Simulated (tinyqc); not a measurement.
Inside a calculation. Model: mobility limited by charged threading dislocations. Computed by tinyqc, a small Python program that keeps every step. Command: `OMP_NUM_THREADS=1 python tinyqc.py 3009535 3009536 out.jsonl disl walk`. One thread of a shared host (Intel(R) Xeon(R) Processor @ 2.30GHz), about 0.01 s of CPU time with the checks. Intermediate numbers are printed to about 6 digits and carried at full precision; extremes and crossings named in words are read from the listed rows.

Parallel lines trap electrons, one site every c, and the current flows across them. Donors are taken as fully ionised and statistics as non-degenerate; SI units, mass times m_0.

Inputs (values chosen for the exercise, modelled on germanium on silicon):
```
quantity                                  value        unit
effective mass m                           0.12         m_0
permittivity eps                             16           -
site spacing c along the line                 4    angstrom
largest filling f_0                         0.5           -
acceptor level E_t below the band edge      0.3          eV
dislocation density N_dis                 1e+08      1/cm^2
donor density N                         1.1e+18      1/cm^3
lattice mobility at 300 K                  3900  cm^2/(V s)
temperature T                               400           K
```

Band: parabolic. Filling of the line: given.

Constants: eps_0 = 8.8541878128e-12 F/m; k_B = 1.380649e-23 J/K; e = 1.602176634e-19 C; hbar = 1.054571817e-34 J s; m_0 = 9.1093837015e-31 kg.

## Line charge and screening

The filling is f = f_0; Read radius R = sqrt(f/(pi c N)). Free electrons n = N - f N_dis/c; screening length lambda = sqrt(eps eps_0 k_B T/(e^2 n)).

filling f = 0.5

Read radius R = 19.0188 nm

free electrons n = 1.09875e+18 1/cm^3

screening length lambda = 5.26679 nm

share of electrons trapped = 0.113636 %

The depleted cylinders cover 0.11 % of the area; the mean distance between lines is 1000 nm. Caution: the potential of a line filled this far exceeds the acceptor depth E_t = 0.3 eV, so its own charge would keep f lower. Caution: n exceeds half of N_c, so classical statistics and Debye screening are rough. Caution: the Read radius sqrt(f/(pi c N)) exceeds three screening lengths: the line potential is not weak, and the Born approximation overstates the scattering, possibly several times.

## Dislocation scattering

tau(k) = hbar^3 (eps eps_0)^2 c^2 (1 + 4 lambda^2 k^2)^(3/2)/(N_dis m e^4 f^2 lambda^4), k the wave number across the lines; mu_dis = (e/m) int x tau exp(-x) dx with x = hbar^2 k^2/(2 m k_B T), 160 Gauss-Legendre points in sqrt(x) from 0 to sqrt(32). Closed form for lambda k >> 1: mu = 30 sqrt(2 pi) (eps eps_0)^2 c^2 (k_B T)^(3/2)/(N_dis e^3 f^2 lambda sqrt(m)).

tau at x = 1 = 12807.6 fs

dislocation mobility = 581461 cm^2/(V s)

closed form = 553517 cm^2/(V s)

The closed form is 95.2 % of the integral.

## Total mobility

Other processes: Brooks-Herring mobility of a classical gas, mu_I = 128 sqrt(2 pi) (eps eps_0)^2 (k_B T)^(3/2)/(N e^3 sqrt(m) [ln(1 + b) - b/(1 + b)]), b = 24 m k_B T lambda^2/hbar^2; lattice mobility times (T/300 K)^(-2); Matthiessen's rule.

impurity mobility = 6688.54 cm^2/(V s)

lattice mobility = 2193.75 cm^2/(V s)

total mobility = 1647.26 cm^2/(V s)

resistivity = 0.00344849 ohm cm

Dislocations hold 0 % of 1/mu, impurities 25 % and the lattice 75 %. Dislocation and lattice-plus-impurity scattering would be equal at N_dis = 3.5e10 per cm^2 if n and f stayed as they are.

Checks made by the program: relaxation time against the angular integral of the screened line potential (relative difference below 1e-10).
